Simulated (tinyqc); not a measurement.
Adding salt: a particle near a wafer in liquid: double-layer and van der Waals forces (DLVO), deposition barrier and removal. Computed by tinyqc, a small Python program. Command: `OMP_NUM_THREADS=1 python tinyqc.py 3110682 3110683 out.jsonl dlvo walk`. One thread of a shared host (Intel(R) Xeon(R) Processor @ 2.30GHz), about 0.01 s of CPU time with the checks.

Sphere and flat wall, Derjaguin approximation, constant potentials in the linear-superposition form, no retardation and no hydration force.

Inputs (values chosen for the exercise, of the order of those for polymer latex on silicon in water):

| quantity | value | unit |
|---|---|---|
| particle radius R | 28 | nm |
| Hamaker constant A | 1.8e-20 | J |
| potential of the particle psi_1 | -12 | mV |
| potential of the wafer psi_2 | -56 | mV |
| salt concentration c | 0.0043 | mol/L |
| valence z of the symmetric salt | 1 | - |
| temperature T | 293 | K |
| dielectric constant of the liquid | 80.2 | - |

Constants: e = 1.602176634e-19 C; N_A = 6.02214076e+23 1/mol; eps_0 = 8.8541878128e-12 F/m; k_B = 1.380649e-23 J/K; k_B = 8.617333262e-05 eV/K.

Method:
- kappa^2 = 2 z^2 e^2 N_A (1000 c)/(eps eps_0 k_B T); gamma_i = tanh(z e psi_i/(4 k_B T)); Z = 64 pi eps eps_0 (k_B T/(z e))^2 gamma_1 gamma_2.
- The barrier height is zero when U = 0 and F = 0 together: kappa h = 1 and kappa = 6 Z/(e A), e = 2.718282 here; c follows from kappa^2, with the potentials held fixed.
- U(h) = Z R exp(-kappa h) - A R/(6 h); F(h) = -dU/dh = kappa Z R exp(-kappa h) - A R/(6 h^2), positive for repulsion.
- F = 0 reads x^2 exp(-x) = y with x = kappa h and y = A kappa/(6 Z); the left side peaks at x = 2 with 4/e^2 = 0.5413, so roots exist for smaller y: x < 2 is the barrier, x > 2 the secondary minimum.
- kappa scales as sqrt(c); potentials are held fixed. A dash marks rows without a maximum.

critical concentration = 0.0410995 mol/L

kappa = 0.215129 1/nm

Z = 5.42373 pN

Against the concentration:

| c (mol/L) | Debye length (nm) | barrier at (nm) | barrier (k_B T) | minimum at (nm) | minimum (k_B T) |
|---|---|---|---|---|---|
| 4.11e-06 | 150.35 | 9.4093 | 33.057 | 1.5429e+03 | -1.2146e-02 |
| 4.11e-05 | 47.55 | 5.4296 | 29.665 | 4.1861e+02 | -4.3970e-02 |
| 4.11e-04 | 15.04 | 3.2085 | 23.855 | 1.0931e+02 | -1.6383e-01 |
| 2.05e-03 | 6.73 | 2.2869 | 17.649 | 4.1223e+01 | -4.2145e-01 |
| 8.22e-03 | 3.36 | 1.7759 | 10.443 | 1.6942e+01 | -9.8243e-01 |
| 2.05e-02 | 2.13 | 1.5685 | 4.731 | 9.0142e+00 | -1.7595e+00 |
| 3.70e-02 | 1.58 | 1.5055 | 0.725 | 5.7558e+00 | -2.6144e+00 |
| 6.16e-02 | 1.23 | 1.5477 | -2.770 | 3.6655e+00 | -3.7669e+00 |
| 1.23e-01 | 0.87 | - | - | - | - |

What does the comparison show, and why?

At low salt the barrier tends to Z R = 37.5 k_B T; it is half of that between 4.1e-4 and 0.0021 mol/L and changes sign at 0.041 mol/L, while the secondary minimum deepens to -2.6 k_B T at 0.9 of that.

Extremes, crossings and ranges named in words are read from the listed rows.
